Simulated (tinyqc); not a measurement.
Strain-driven crossing of the Gamma and L valleys in a germanium-like crystal alloyed with tin: one step. Band edges. Three cases, with inputs chosen for the exercise.

Question. Give the edges and the direct and indirect gaps from the top valence edge.

Edges from the unstrained valence top: Gamma at Eg + ac tr(e); an L valley with unit axis u at EgL + aL tr(e) + XuL (u.e.u - tr(e)/3), u along [111], [1-1-1], [-11-1], [-1-11]; valence edges are the levels of the 6 x 6 matrix of X, Y, Z times spin with -Dso/3 + l exx + m (eyy + ezz) on the diagonal (cyclic), n exy off it, l = av + 2 b, m = av - b, n = sqrt(3) d. Spin-orbit term (Dso/3) L.sigma on X, Y, Z with (L_k)_ij = -i epsilon_kij: <X+|H|Y+> = -i Dso/3, <X+|H|Z-> = Dso/3, <Y+|H|Z-> = -i Dso/3, <Z+|H|X-> = -Dso/3, <Z+|H|Y-> = i Dso/3, <X-|H|Y-> = i Dso/3, and their conjugates; + and - are the spin along z.

With tin the unstrained gaps become E(y) = (1 - y) E + y EgS - CS y (1 - y); all other values are kept.

Case 1.

Values chosen (near those of Ge, gaps at low temperature; shifted at random, so the results belong to these values and not to a real crystal): Eg = 0.898 eV (gap at Gamma to the s-like level); EgL = 0.753 eV (gap to L); Dso = 0.289 eV (spin-orbit splitting); ac = -8.35 eV (conduction deformation potential); av = 1.23 eV (valence hydrostatic potential); b = -2.53 eV (tetragonal shear potential); d = -5.24 eV (trigonal shear potential); aL = -1.32 eV (hydrostatic potential of the L edge, Xd + Xu/3); XuL = 15.85 eV (uniaxial potential, L); y = 0.087 (tin fraction); EgS = (-0.378, 0.113) eV (Gamma and L gaps of the tin end); CS = (2.02, 0.87) eV (bowing of the Gamma and L gaps).

strain tensor in the cubic axes:
```
            x            y            z
x  0.04740000   0.00000000   0.00000000
y  0.00000000  -0.01271966   0.00000000
z  0.00000000   0.00000000  -0.01271966
```

Case 2.

Values chosen (near those of Ge, gaps at low temperature; shifted at random, so the results belong to these values and not to a real crystal): Eg = 0.909 eV (gap at Gamma to the s-like level); EgL = 0.743 eV (gap to L); Dso = 0.289 eV (spin-orbit splitting); ac = -8.23 eV (conduction deformation potential); av = 1.23 eV (valence hydrostatic potential); b = -2.56 eV (tetragonal shear potential); d = -5.22 eV (trigonal shear potential); aL = -1.54 eV (hydrostatic potential of the L edge, Xd + Xu/3); XuL = 15.49 eV (uniaxial potential, L); y = 0.021 (tin fraction); EgS = (-0.431, 0.068) eV (Gamma and L gaps of the tin end); CS = (2.26, 1.14) eV (bowing of the Gamma and L gaps).

strain tensor in the cubic axes:
```
             x            y            z
x  -0.00591448  -0.00984276  -0.00984276
y  -0.00984276  -0.00591448  -0.00984276
z  -0.00984276  -0.00984276  -0.00591448
```

Case 3.

Values chosen (near those of Ge, gaps at low temperature; shifted at random, so the results belong to these values and not to a real crystal): Eg = 0.882 eV (gap at Gamma to the s-like level); EgL = 0.731 eV (gap to L); Dso = 0.292 eV (spin-orbit splitting); ac = -8.31 eV (conduction deformation potential); av = 1.25 eV (valence hydrostatic potential); b = -2.5 eV (tetragonal shear potential); d = -5.22 eV (trigonal shear potential); aL = -1.64 eV (hydrostatic potential of the L edge, Xd + Xu/3); XuL = 16.25 eV (uniaxial potential, L); y = 0.106 (tin fraction); EgS = (-0.363, 0.121) eV (Gamma and L gaps of the tin end); CS = (2.32, 0.85) eV (bowing of the Gamma and L gaps).

strain tensor in the cubic axes:
```
             x            y            z
x  -0.00271626  -0.00454187  -0.00454187
y  -0.00454187  -0.00271626  -0.00454187
z  -0.00454187  -0.00454187  -0.00271626
```

Give: Gamma edge; L edges; valence edges from the top; direct and indirect gap.

Answer.

Case 1.

Gamma edge = 0.4432 eV

L edges (eV): [111] 0.5992, [1-1-1] 0.5992, [-11-1] 0.5992, [-1-11] 0.5992

valence edges from the top (eV): 0.1791  0.0322  -0.4193

direct and indirect gap (eV): 0.2641  0.4201

The gap is direct: Gamma lies 156 meV below the lowest L valley. The top two valence edges are 147 meV apart. At strains above 3 % second-order terms, left out here, matter.

Case 2.

Gamma edge = 0.9804 eV

L edges (eV): [111] 0.4278, [1-1-1] 0.8344, [-11-1] 0.8344, [-1-11] 0.8344

valence edges from the top (eV): 0.1052  -0.1108  -0.3489

direct and indirect gap (eV): 0.8752  0.3225

The gap is indirect: Gamma lies 553 meV above the lowest L valley. The top two valence edges are 216 meV apart.

Case 3.

Gamma edge = 0.5979 eV

L edges (eV): [111] 0.4515, [1-1-1] 0.6484, [-11-1] 0.6484, [-1-11] 0.6484

valence edges from the top (eV): 0.0407  -0.0513  -0.3120

direct and indirect gap (eV): 0.5572  0.4108

The gap is indirect: Gamma lies 146 meV above the lowest L valley. The top two valence edges are 92 meV apart.

Computed by tinyqc, one run a case: `OMP_NUM_THREADS=1 python tinyqc.py N N+1 out.jsonl` with N = 1050079, 1050085, 1050122; one thread of a shared Intel(R) Xeon(R) Processor @ 2.30GHz, about 0.01 s a run at most.
